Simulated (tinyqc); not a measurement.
# Schottky emission and Poole-Frenkel conduction in an insulator, and how to tell them apart, step by step

Program tinyqc, `OMP_NUM_THREADS=1 python tinyqc.py 2370049 2370050 out.jsonl`; Intel Xeon 2.30GHz, shared host, one thread, about 0.01 s. Printed values are rounded.

Schottky emission (electrode-limited): J = As T^2 exp[-(pb - b sqrt(F))/Vt], b = sqrt(q/(4 pi eps0 ei)). Poole-Frenkel emission (bulk-limited): J = s0 F exp[-(pt - 2 b sqrt(F))/Vt]. F in V/cm.

Parameters, values chosen for the exercise; dielectric values close to those of zirconium oxide:
- T = 400 K (temperature)
- ei = 4.46 (high-frequency relative permittivity)
- es = 25.7 (static relative permittivity)
- pt = 0.81 eV (trap depth)
- s0 = 0.34 S/cm (Poole-Frenkel prefactor)
- pb = 1.47 eV (electrode barrier)
- As = 60 A/(cm^2 K^2) (Richardson constant)
- F = 1.4 MV/cm (field)

Constants: q = 1.602176634e-19 C, kB = 1.380649e-23 J/K, Vt = kB T/q, eps0 = 8.8541878128e-14 F/cm where lengths are in cm. Results are converted to the units shown.

## Both currents at one field

Lowerings b sqrt(F) and 2 b sqrt(F); the image-force maximum lies at sqrt(q/(16 pi eps0 ei F)) from the electrode.

Schottky lowering = 212.605 meV
position of the barrier top = 0.759302 nm
Poole-Frenkel lowering = 425.209 meV
J, Schottky = 1.37970e-9 A/cm^2
J, Poole-Frenkel = 6.75234 A/cm^2

Injection and bulk transport act in series, so the smaller capacity limits the current: here the electrode, by a factor of 4.89e9.

## Which mechanism made these data

| point | F (MV/cm) | J (A/cm^2) |
|---|---|---|
| 0 | 0.71 | 0.01081 |
| 1 | 1.14 | 0.1814 |
| 2 | 1.57 | 1.724 |
| 3 | 2 | 11.79 |
| 4 | 2.43 | 64.73 |
| 5 | 2.86 | 302.6 |

The data come from another sample of the same dielectric, in which one mechanism alone limits the current. Fit straight lines by least squares: ln J on sqrt(F) (Schottky plot, slope b/Vt) and ln(J/F) on sqrt(F) (Poole-Frenkel plot, slope 2 b/Vt), F in V/cm, and read a permittivity from each slope. The right mechanism gives a value near ei, and in any case between ei and es.

slope of the Schottky plot = 0.0120547 (cm/V)^0.5
permittivity read as Schottky = 0.834011
slope of the Poole-Frenkel plot = 0.0104254 (cm/V)^0.5
permittivity read as Poole-Frenkel = 4.46024

Both plots are nearly straight, so straightness decides nothing. Read as Poole-Frenkel the data give 4.46, which matches ei = 4.46; read as Schottky they give 0.834, below 1 and impossible. The data are Poole-Frenkel.
